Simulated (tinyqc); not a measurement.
## Pull-up strength from the switching point

Inverse problem. Transistor (EKV form, voltages against the body): I = 2 n b Vt^2 [F(vp - Vs) - F(vp - Vd)] from drain to source, F(v) = ln^2(1 + exp(v/(2 Vt))), vp = (Vg - VT + sg |Vd - Vs|)/n. n-channel bodies are at 0; for the p-channel device all voltages are counted down from Vdd. b in uA/V^2 gives I in uA. In an inverter In(Vg = Vd = VM) equals Ip at the switching point VM. Find bp and the current there.

Values chosen for this exercise:
```
symbol,value,unit,meaning
T,300,K,temperature
Vdd,0.4,V,supply voltage
n,1.17,,slope factor
sg,0.041,,drain-induced barrier lowering
VTn,0.26,V,n-channel threshold
VTp,0.34,V,p-channel threshold (magnitude)
bn,420,uA/V^2,gain factor of the pull-down transistor
```

Constants: q = 1.602176634e-19 C, kB = 1.380649e-23 J/K, Vt = kB T/q. Results are converted to the units shown.

VM = 0.161610929 V

Solution. Ip is proportional to bp, so bp is In(VM) over the p-channel current for unit b.

bp = 420 uA/V^2
current at VM = 0.0258 uA

Numbers from tinyqc (`OMP_NUM_THREADS=1 python tinyqc.py 2340091 2340092 out.jsonl`; about 0.04 s on one thread of a shared Intel Xeon 2.30GHz).
